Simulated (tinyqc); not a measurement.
Finnis-Sinclair potential for a bcc metal: fit to cohesion and elasticity, then vacancy, surfaces and structure: one step, computed by the program tinyqc. Command: `OMP_NUM_THREADS=1 python tinyqc.py 3113009 3113010 out.jsonl fsfit walk`. One thread of a shared host (Intel(R) Xeon(R) Processor @ 2.30GHz), about 0.01 s of CPU time with the checks.

E = (1/2) sum V(r) - A sqrt(rho), rho = sum phi(r), phi = (r - d)^2 for r < d, V = (r - c)^2 (c0 + c1 r + c2 r^2) for r < c. In bcc the 8 first neighbours lie at sqrt(3) a/2 and the 6 second at a; both cut-offs lie below the third shell; Omega = a^3/2; E is per atom and z the number of atoms in a shell. The four constants A, c0, c1, c2 are fitted to E_c, zero pressure, B and C12 - C44 alone, so C44 and C11 - C12 are not matched singly; defects are unrelaxed.

Question. Unrelaxed vacancy. E_v = -A sum_shells z [sqrt(rho - phi(r)) - sqrt(rho)] - (1/2) sum z V(r): the neighbours lose one bond each, and the atom is put back in the bulk.

Inputs (values chosen for the exercise, modelled on vanadium): lattice constant a = 3.04 angstrom; cohesive energy E_c = 5.35 eV; density cut-off d/a = 1.233; pair cut-off c/a = 1.26.

c0, c1, c2 (eV/angstrom^2, eV/angstrom^3, eV/angstrom^4): [0.6601993, 0.2475666, -0.1403426]

A = 2.086525 eV/angstrom

rho = 12.96686 angstrom^2

Give: V at the two shells; phi at the two shells; vacancy energy E_v; E_v/E_c.

Answer.

V at the two shells (eV): [0.4866, 0.0724]

phi at the two shells (angstrom^2): [1.245, 0.502]

vacancy energy E_v = 1.675 eV

E_v/E_c = 0.3130

A pair potential would give E_v = E_c; the square root lowers the ratio to 0.31.
